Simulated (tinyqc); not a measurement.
## On-chip interconnect, size-dependent resistivity and RC delay: course in time

A rectangular line between two neighbours and two ground planes. Surface and grain-boundary scattering are added to the bulk resistivity as corrections; capacitances are parallel-plate values without fringing; inductance is ignored.

6 equal pi sections: series Rs = r Lw/6; node capacitances c Lw/6, halved at nodes 0 and 6, with Cl added to node 6; Rd feeds node 0. Elmore delay of node k: the sum, over the resistors on the path to k, of resistance times all capacitance downstream of it.

A 1 V step is applied behind Rd at t = 0. C dv/dt = -G v + b, with G the conductance matrix of the ladder (1/Rs between neighbours, 1/Rd added at node 0) and b = (1 V/Rd, 0, ...). Trapezoidal step: (C/dt + G/2) v(new) = (C/dt - G/2) v + b. The last column solves the same ladder exactly by its modes.

Inputs (values chosen for the exercise):

| symbol | value | unit | meaning |
|---|---|---|---|
| Rd | 3600 | ohm | driver resistance |
| dt | 11 | ps | time step |

Rs = 21.7966 ohm

| node | C (fF) |
|---|---|
| 0 | 1.75313 |
| 1 | 3.50626 |
| 2 | 3.50626 |
| 3 | 3.50626 |
| 4 | 3.50626 |
| 5 | 3.50626 |
| 6 | 3.25313 |

Voltages (V):

| t (ps) | node 0 | node 3 | node 6 | node 6, exact |
|---|---|---|---|---|
| 11.00 | 0.1485 | 0.1236 | 0.1143 | 0.1197 |
| 22.00 | 0.2340 | 0.2355 | 0.2351 | 0.2300 |
| 33.00 | 0.3498 | 0.3294 | 0.3226 | 0.3264 |
| 44.00 | 0.4131 | 0.4155 | 0.4149 | 0.4108 |
| 55.00 | 0.5038 | 0.4868 | 0.4820 | 0.4846 |
| 66.00 | 0.5501 | 0.5532 | 0.5525 | 0.5492 |
| 77.00 | 0.6214 | 0.6073 | 0.6039 | 0.6057 |
| 88.00 | 0.6549 | 0.6585 | 0.6576 | 0.6551 |
| 99.00 | 0.7114 | 0.6994 | 0.6971 | 0.6983 |
| 110.0 | 0.7352 | 0.7391 | 0.7380 | 0.7361 |
| 121.0 | 0.7801 | 0.7699 | 0.7684 | 0.7691 |
| 132.0 | 0.7966 | 0.8006 | 0.7996 | 0.7981 |

The far end of the ladder reaches 0.5 V at 57.49 ps, 0.695 of its Elmore delay (ln 2 = 0.693 for a single pole); the slowest mode has a time constant of 82.18 ps. The largest error of the trapezoidal steps at that node is 5.4 mV.

Computed by the program tinyqc: `OMP_NUM_THREADS=1 python tinyqc.py 2100080 2100081 out.jsonl`, one thread of a shared Intel Xeon 2.30GHz, about 0.01 s for the whole run.
